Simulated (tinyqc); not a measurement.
# Thin film between two gates, subbands and threshold shift from confinement: effects of single changes

Undoped body with a flat potential across it, hard walls, transport along x. Three valley pairs (g = 2 each) with the longitudinal mass along x, y or z. Non-parabolicity enters the subband edges through E (1 + al E) = gamma, so E = 2 gamma/(1 + sqrt(1 + 4 al gamma)); motion within a subband is taken as parabolic with the band-edge mass. Energies are counted from the bulk band edge.

Parameters, values chosen for the exercise; masses close to those of silicon:
```
symbol,value,unit,meaning
T,77,K,temperature
ml,0.916,m0,longitudinal mass
mt,0.191,m0,transverse mass
al,0,1/eV,non-parabolicity
t,4.1,nm,film thickness (along z)
dl,0.3,nm,widening of the box by penetration into the insulator
Cg,3.6,uF/cm^2,gate capacitance per area of interface
```

Constants: q = 1.602176634e-19 C, kB = 1.380649e-23 J/K, hbar = 1.054571817e-34 J s, m0 = 9.1093837015e-31 kg, Vt = kB T/q, hbar^2/(2 m0) = 0.0380998212 eV nm^2. Results are converted to the units shown.

Each table varies one quantity; the others keep the values above.

## Confinement against the film thickness

gamma = C (pi k/(t + dl))^2/mz, C = hbar^2/(2 m0). Each subband has N_k = g sqrt(mx my) m0 kB T/(pi hbar^2); without degeneracy n = exp(EF/Vt) sum N_k exp(-E_k/Vt). Classical value Nc times t, Nc = sum over valleys of 2 g (m m0 kB T/(2 pi hbar^2))^1.5 with m = (mx my mz)^(1/3). Threshold shift dVT = Vt ln(classical value/sum N_k exp(-E_k/Vt)). With degeneracy n = sum N_k F((EF - E_k)/Vt), F(x) = ln(1 + exp(x)); gate: Vg = EF + q n/(Cg P), P = 2 (both faces), summed over the 60 lowest subbands at most, with Vg counted from the value that would put EF at the bulk band edge of an empty body. The last two columns are for Vg = 0.4 V; sensitivity d(dVT)/dt by central differences between 0.99 and 1.01 times the value.

Results:
```
t (nm)  E_1 (meV)  gap to the next edge (meV)  dVT (mV)  sensitivity (mV/nm)  n/P (cm^-2)  share of the lowest subband (%)
2           77.60                       232.8     75.00               -64.17     5.652e12                            100.0
2.7         45.61                       136.8     45.01               -27.96     6.213e12                            100.0
3.6         26.99                       80.97     28.29               -12.00     6.615e12                            94.80
6.3         9.424                       28.27     14.22               -2.129     7.813e12                            43.80
8.4         5.424                       16.27     10.69               -1.444     8.155e12                            31.02
11          3.215                       9.645     7.490              -0.9955     8.357e12                            23.86
15          1.754                       5.261     4.733              -0.4532     8.518e12                            18.27
20         0.9962                       2.989     3.203              -0.2059     8.640e12                            14.01
```

Estimate the missing row, t = 4.7 nm.

Computed row:
```
t (nm)  E_1 (meV)  gap to the next edge (meV)  dVT (mV)  sensitivity (mV/nm)  n/P (cm^-2)  share of the lowest subband (%)
4.7         16.42                       49.26     19.49               -5.178     7.250e12                            67.05
```

With this row back in the table: As t grows from 2 to 20 nm, E_1 falls from 77.6 to 0.996 meV and dVT falls from 75.0 to 3.20 mV. E_1 goes as t^(-1.77) at the thin end (-2 for a parabolic band without penetration); a thickness error of 0.2 nm moves the threshold by 13 mV in the first row and 0.041 mV in the last. The charge per interface area rises from 5.65e12 to 8.64e12 cm^-2. For t = 2, 2.7 the body is too thin for bulk effective masses to be reliable. In every row the charge in the last two columns would bend the potential across the body noticeably, which is left out.

## Charge and subband filling against gate voltage

Same model as above.

Each subband has N_k = g sqrt(mx my) m0 kB T/(pi hbar^2). Cq = q dn/dEF.

Charge and subband filling against gate voltage:
```
Vg (V)  EF - E_1 (eV)  n (cm^-2)  n/P (cm^-2)  share of the lowest subband (%)  Cq/(Cg P)  total C/(Cg P)
-0.13         -0.1512      134.4        67.18                            99.99  4.506e-10       4.506e-10
-0.01        -0.03141    9.270e9      4.635e9                            99.99    0.03095         0.03002
0.12          0.02150   3.474e12     1.737e12                            99.93      3.425          0.7740
0.24          0.04748   7.699e12     3.849e12                            98.43      3.942          0.7976
0.37          0.06792   1.262e13     6.311e12                            85.87      7.919          0.8879
0.49          0.07844   1.754e13     8.771e12                            71.35      13.34          0.9303
0.62          0.08622   2.303e13     1.152e13                            59.73      17.93          0.9472
0.74          0.09215   2.816e13     1.408e13                            52.22      20.32          0.9531
0.87          0.09805   3.374e13     1.687e13                            46.37      21.61          0.9558
```

EF passes E_1 = 0.0212 eV at Vg = 0.0375 V. The share of the lowest subband falls from 100 to 46.4 % and the total capacitance rises from 4.51e-10 to 0.956 of Cg P. In the last row 4.5 % of an added gate voltage goes into raising EF (from the last two rows). For Vg = 0.12, 0.24, 0.37, 0.49, 0.62, 0.74, 0.87 the charge would bend the potential across the body noticeably, which is left out.

Numbers from tinyqc (`OMP_NUM_THREADS=1 python tinyqc.py 2350061 2350062 out.jsonl`; about 0.06 s on one thread of a shared Intel Xeon 2.30GHz).
